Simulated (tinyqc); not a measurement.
# Changing the back recombination velocity S_b

Model: surface photovoltage measurement of the minority-carrier diffusion length in a wafer. Computed by tinyqc, a small Python program. Command: `OMP_NUM_THREADS=1 python tinyqc.py 3130172 3130173 out.jsonl spv sweep`. One thread of a shared host (Intel(R) Xeon(R) Processor @ 2.30GHz), about 0.01 s of CPU time with the checks.

Low injection, steady light, a depletion layer much thinner than 1/alpha and L. The excess density dn is taken at the front edge of the neutral region; light that reaches the back is lost.

Inputs (values chosen for the exercise, modelled on p-type silicon at room temperature):
```
quantity                                              value               unit
diffusion length L                                      310         micrometre
wafer thickness W                                       625         micrometre
diffusivity D                                          33.9             cm^2/s
front recombination velocity S_f                      11000               cm/s
photon flux entering                                1.6e+12         1/(cm^2 s)
minority density at the surface barrier scale n_0   6.9e+08             1/cm^3
temperature T                                           298                  K
wavelength                                              986                 nm
relative noise of each reading                          0.2                  %
diffusion length after pair splitting over L            0.8                  -
iron factor C                                      1.07e+16  micrometre^2/cm^3
```

normal deviates g for the noise: -0.53  0.65  -0.28  0.71  -0.24  -1.67  0.33

Constants: k_B = 8.617333262e-05 eV/K.

Method:
- alpha = (84.732/lambda - 76.417)^2 per cm with lambda in micrometre (an empirical fit for silicon between 0.7 and 1.05 micrometre).
- Thick wafer: dn = Phi L/((S_f + D/L)(L + 1/alpha)). Finite wafer, with s = S_b L/D, w = W/L, a = alpha L: dn = [Phi a/(a^2 - 1)] [a - B - exp(-alpha W)(a - s)/(cosh w + s sinh w)]/(S_f + B D/L), B = (sinh w + s cosh w)/(cosh w + s sinh w).
- Photovoltage V = (k_B T/e) ln(1 + dn/n_0). Lifetime = L^2/D.
- Readings y = (Phi/dn) (1 + noise x g) at 780, 830, 880, 920, 950, 975 and 995 nm; a least-squares line y = c (1/alpha + L_app) gives L_app = intercept/slope.
- Splitting iron-boron pairs in boron-doped silicon shortens L; with nothing else changing, [Fe] = C (1/L_after^2 - 1/L^2). It is evaluated with the true lengths and with the apparent ones (without noise), which differ when the wafer is not thick against L.

One run for each value; columns: (1) back recombination velocity S_b (cm/s); (2) apparent length L_app (micrometre); (3) B; (4) dn, finite wafer (1/cm^3); (5) bias, apparent over true less 1 (rounded to 0.001) (%):
```
(1)          (2)     (3)         (4)      (5)
1.00e+00  336.38  0.9652  9.9615e+07    6.455
1.00e+01  335.92  0.9658  9.9581e+07    6.305
1.00e+02  331.80  0.9709  9.9271e+07    4.926
1.00e+03  310.83  0.9984  9.7613e+07   -2.210
1.00e+04  289.66  1.0289  9.5786e+07   -9.019
1.00e+05  285.44  1.0353  9.5402e+07  -10.196
1.00e+06  284.97  1.0360  9.5359e+07  -10.320
1.00e+07  284.93  1.0361  9.5355e+07  -10.332
```

Describe the trends.

Over the rows, apparent length L_app (micrometre) falls from 336 to 285 (exponent d ln y / d ln x -5.9e-4 between the first rows and -7.1e-5 between the last); B rises from 0.965 to 1.04; dn, finite wafer (1/cm^3) falls from 9.96e7 to 9.54e7.

Extremes, crossings and ranges named in words are read from the listed rows.
